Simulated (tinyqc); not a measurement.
## Gap and mass from two generation rates

Inverse problem. In the two-band model the band-to-band tunnelling rate in a uniform field is G = A F^2 exp(-B/F), with B = pi sqrt(m/C) Eg^1.5/4 (V/nm), A = 1e21 (2 q/h) m Eg/(16 pi C B) for G in cm^-3 s^-1 and F in V/nm, C = hbar^2/(2 m0). Find B, A, Eg and m.

Constants: q = 1.602176634e-19 C, hbar = 1.054571817e-34 J s, h = 6.62607015e-34 J s, m0 = 9.1093837015e-31 kg, hbar^2/(2 m0) = 0.0380998212 eV nm^2. Results are converted to the units shown.

G at F = 0.041 and 0.061 V/nm (cm^-3 s^-1): [8.3306060e25, 1.1561742e28]

Solution. The slope of ln(G/F^2) against 1/F is -B and the intercept gives A. The product A B fixes m Eg, and B = (pi/4) Eg sqrt(m Eg/C) then gives Eg.

B = 0.5175 V/nm
A = 1.502e34 cm^-3 s^-1 (V/nm)^-2
Eg = 0.7330 eV
m = 0.04200 m0

Numbers from tinyqc (`OMP_NUM_THREADS=1 python tinyqc.py 2620036 2620037 out.jsonl`; about 0.01 s on one thread of a shared Intel Xeon 2.30GHz).
